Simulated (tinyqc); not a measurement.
Nucleation and growth of vacancy voids in a cooling silicon-like crystal: one step, computed by the program tinyqc. Command: `OMP_NUM_THREADS=1 python tinyqc.py 3019117 3019118 out.jsonl voids walk`. One thread of a shared host (Intel(R) Xeon(R) Processor @ 2.30GHz), about 0.4 s of CPU time with the checks.

Spherical voids; vacancies are lost only to voids.

Problem. Nucleation rate at T with the initial excess. C_e = C_m exp[-(E_f/k_B)(1/T - 1/T_m)]; D = D0 exp(-E_m/(k_B T)); f = k_B T ln(C/C_e); r* = 2 gamma/(rho f); W* = 16 pi gamma^3/(3 rho^2 f^2); Z = f/sqrt(12 pi W* k_B T); I = rho Z (4 pi r* D C) exp(-W*/(k_B T)).

Inputs (values chosen for the exercise, close to those used for silicon): vacancy density at the melting point C_m = 4.3e+14 1/cm^3; formation energy E_f = 4.17 eV; melting point T_m = 1685 K; diffusion prefactor D0 = 0.0014 cm^2/s; migration energy E_m = 0.42 eV; site density rho = 5e+22 1/cm^3; void surface energy gamma = 0.846 J/m^2; temperature of the worked step T = 1335 K.

initial excess C = 3.10e+13 1/cm^3

Constants: k_B = 8.617333262e-05 eV/K; k_B = 1.380649e-23 J/K; e = 1.602176634e-19 C.

Give: C_e; D; driving force f; critical radius r*; W*/(k_B T); rate I.

Solution.

C_e = 2.310e+11 1/cm^3

D = 3.636e-05 cm^2/s

driving force f = 0.5636 eV

critical radius r* = 0.3747 nm

W*/(k_B T) = 27.00

rate I = 7.673e+12 1/(cm^3 s)

Cooling by 10 K multiplies I by 9.5: nucleation switches on within a narrow range of temperature. Caution: at such a rate voids would have used up the initial excess before the crystal cooled to this T.
